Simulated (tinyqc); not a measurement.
Empirical pseudopotential in a few plane waves, step by step. One step of it, computed by the program tinyqc.

Problem. Bloch Hamiltonian at G. Basis: the 15 shortest G (labels in 2 pi/a), the same at every k. H(G,G') = c |k + G|^2 delta + VS(|G-G'|^2) cos((G-G').tau) + i VA sin((G-G').tau), tau = a/8 (1,1,1); 1 Ry = 13.605693 eV.

Parameters chosen for this model: fcc lattice, atoms at +/- a/8 (1,1,1); form factors in rydberg at |G|^2 in units of (2 pi/a)^2:
```
parameter                 value      unit
a                      5.260000  angstrom
VS(3)                 -0.238000        Ry
VS(8)                  0.060000        Ry
VS(11)                 0.056000        Ry
VA(3)                  0.046000        Ry
VA(4)                  0.095000        Ry
VA(11)                 0.034000        Ry
hbar^2/2m (2 pi/a)^2   5.436397        eV
```

k point G (2 pi / a): 0  0  0

Give: H(k) at G.

Solution.

H(k) at G (eV), lower triangle (Hermitian):
```
                 +0+0+0           -1-1-1           -1-1+1           -1+1-1
+0+0+0           0.0000
-1-1-1   2.2897-0.4426i          16.3092
-1-1+1  -2.2897-0.4426i   0.0000+1.2925i          16.3092
-1+1-1  -2.2897-0.4426i   0.0000+1.2925i           0.8163          16.3092
-1+1+1  -2.2897+0.4426i          -0.8163   0.0000+1.2925i   0.0000+1.2925i
+1-1-1  -2.2897-0.4426i   0.0000+1.2925i           0.8163           0.8163
+1-1+1  -2.2897+0.4426i          -0.8163   0.0000+1.2925i           0.0000
+1+1-1  -2.2897+0.4426i          -0.8163           0.0000   0.0000+1.2925i
+1+1+1   2.2897+0.4426i           0.0000          -0.8163          -0.8163
-2+0+0   0.0000-1.2925i  -2.2897+0.4426i  -2.2897-0.4426i  -2.2897-0.4426i
+0-2+0   0.0000-1.2925i  -2.2897+0.4426i  -2.2897-0.4426i   0.5388-0.3271i
+0+0-2   0.0000-1.2925i  -2.2897+0.4426i   0.5388-0.3271i  -2.2897-0.4426i
+0+0+2   0.0000+1.2925i  -0.5388-0.3271i   2.2897+0.4426i  -0.5388+0.3271i
+0+2+0   0.0000+1.2925i  -0.5388-0.3271i  -0.5388+0.3271i   2.2897+0.4426i
+2+0+0   0.0000+1.2925i  -0.5388-0.3271i  -0.5388+0.3271i  -0.5388+0.3271i

                 -1+1+1           +1-1-1           +1-1+1           +1+1-1
-1+1+1          16.3092
+1-1-1           0.0000          16.3092
+1-1+1           0.8163   0.0000+1.2925i          16.3092
+1+1-1           0.8163   0.0000+1.2925i           0.8163          16.3092
+1+1+1   0.0000+1.2925i          -0.8163   0.0000+1.2925i   0.0000+1.2925i
-2+0+0   2.2897-0.4426i   0.5388-0.3271i  -0.5388-0.3271i  -0.5388-0.3271i
+0-2+0  -0.5388-0.3271i  -2.2897-0.4426i   2.2897-0.4426i  -0.5388-0.3271i
+0+0-2  -0.5388-0.3271i  -2.2897-0.4426i  -0.5388-0.3271i   2.2897-0.4426i
+0+0+2  -2.2897+0.4426i  -0.5388+0.3271i  -2.2897+0.4426i   0.5388+0.3271i
+0+2+0  -2.2897+0.4426i  -0.5388+0.3271i   0.5388+0.3271i  -2.2897+0.4426i
+2+0+0   0.5388+0.3271i   2.2897+0.4426i  -2.2897+0.4426i  -2.2897+0.4426i

                 +1+1+1   -2+0+0   +0-2+0   +0+0-2
+1+1+1          16.3092
-2+0+0  -0.5388+0.3271i  21.7456
+0-2+0  -0.5388+0.3271i   0.8163  21.7456
+0+0-2  -0.5388+0.3271i   0.8163   0.8163  21.7456
+0+0+2  -2.2897-0.4426i  -0.8163  -0.8163   0.0000
+0+2+0  -2.2897-0.4426i  -0.8163   0.0000  -0.8163
+2+0+0  -2.2897-0.4426i   0.0000  -0.8163  -0.8163

         +0+0+2   +0+2+0   +2+0+0
+0+0+2  21.7456
+0+2+0   0.8163  21.7456
+2+0+0   0.8163   0.8163  21.7456
```
